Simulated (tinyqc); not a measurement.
Orbital energy against energy difference: ionisation energy by orbital energies and by energy differences in the 6-31g* basis, for H4, spin multiplicity 1. Computed by the program tinyqc with PySCF. The cation is unrestricted; errors are against CCSD(T) in this basis, not against experiment.

Geometry (angstrom):

| atom | x | y | z |
|---|---|---|---|
| H | 0.0000 | 0.0000 | 0.0000 |
| H | 0.0000 | 0.0000 | 0.7590 |
| H | 0.0000 | 0.0000 | 1.5770 |
| H | 0.0000 | 0.0000 | 2.3370 |

CCSD(T) difference in the same basis = 12.2954 eV

IP-EOM-CCSD = 12.3084 eV

First vertical ionisation energy (eV):

| method | -e(HOMO) | E(cation) - E | error of -e(HOMO) | error of the difference |
|---|---|---|---|---|
| HF | 12.526 | 11.75252 | 0.230 | -0.543 |
| LDA | 7.594 | 12.34433 | -4.701 | 0.049 |
| PBE | 7.683 | 12.38887 | -4.613 | 0.093 |
| B3LYP | 8.904 | 12.59788 | -3.392 | 0.302 |
| CAM-B3LYP | 10.488 | 12.53855 | -1.807 | 0.243 |
| LC-wPBE | 11.863 | 12.53533 | -0.432 | 0.240 |

Estimate the missing row, method = PBE0.

Computed row:
```
method  -e(HOMO)  E(cation) - E  error of -e(HOMO)  error of the difference
PBE0       9.070       12.46376             -3.225                    0.168
```

Koopmans errs by +0.23 eV and Delta-HF by -0.54 eV: relaxation, 0.77 eV, lowers the value and the missing correlation difference works against it. The PBE level is off by -4.6 eV through the wrong tail of its potential, though its energy difference is off by +0.09 eV; exact exchange deepens the level, and among the orbital energies HF comes closest; among the differences LDA does.
